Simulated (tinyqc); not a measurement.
Trap density from one capacitance.

Inverse problem. Traps spread evenly through the insulator exchange electrons with the semiconductor by tunnelling, with tau(x) = t0 exp(2 ka x) at depth x from the interface. The admittance per area Y seen at depth x obeys dY/dx = -Y^2/(i w eps0 eox) + q Nb ln(1 + i w tau)/tau, with Y(0) = i w Cs and w = 2 pi f; the gate sees Y(tox) = G + i w C. Working variable y = Y/(i w), in uF/cm^2. Cox = eps0 eox/tox. Find Nb and G/w.

Values chosen for this exercise:
```
symbol,value,unit,meaning
eox,22.9,,relative permittivity of the insulator
tox,4.3,nm,insulator thickness
Cs,0.89,uF/cm^2,semiconductor capacitance in accumulation
ka,3.4,1/nm,decay constant of the wave function in the insulator
t0,7e-9,s,time constant of a trap at the interface
f,10000,Hz,frequency
```

Constants: q = 1.602176634e-19 C, eps0 = 8.8541878128e-14 F/cm where lengths are in cm. Results are converted to the units shown.

C = 0.86478254 uF/cm^2

Answer. C rises steadily with Nb, so one density matches; in practice ka and t0 must come from the frequency dependence.

Nb = 7.700e18 cm^-3 eV^-1
G/w = 0.02165 uF/cm^2

tinyqc, about 0.3 s, one thread, Intel Xeon 2.30GHz (shared host): `OMP_NUM_THREADS=1 python tinyqc.py 2202057 2202058 out.jsonl`
